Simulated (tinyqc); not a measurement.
Landau-Devonshire theory of a uniaxial ferroelectric: one step, computed by the program tinyqc.

G(P) = (alpha/2) P^2 + (beta*/4) P^4 + (gamma/6) P^6 - E P per volume, SI units, one domain, P along the polar axis, which is normal to the film.

Question. Coefficients at T. alpha = alpha_0 (T - T0*), with clamping: T0* = T0 + 4 Q12 u_m/(alpha_0 (s11 + s12)), beta* = beta + 4 Q12^2/(s11 + s12).

Inputs (values chosen for the exercise, for a model ferroelectric):

| quantity | value | unit |
|---|---|---|
| alpha_0 | 1.35e+06 | J m/(C^2 K) |
| Curie-Weiss temperature T0 | 590 | K |
| beta | -3.51e+09 | J m^5/C^4 |
| temperature T | 402 | K |
| misfit strain u_m | -0.0041 | - |
| electrostriction Q12 | -0.033 | m^4/C^2 |
| compliance s11 + s12 | 3.2e-12 | m^2/N |

Sample: epitaxial film.

Give: T0*; alpha; beta*.

Answer.

T0* = 715.28 K

alpha = -4.2292e+08 J m/C^2

beta* = -2.1488e+09 J m^5/C^4

Compression raises T0 by 125 K. beta* < 0: the transition is of first order.
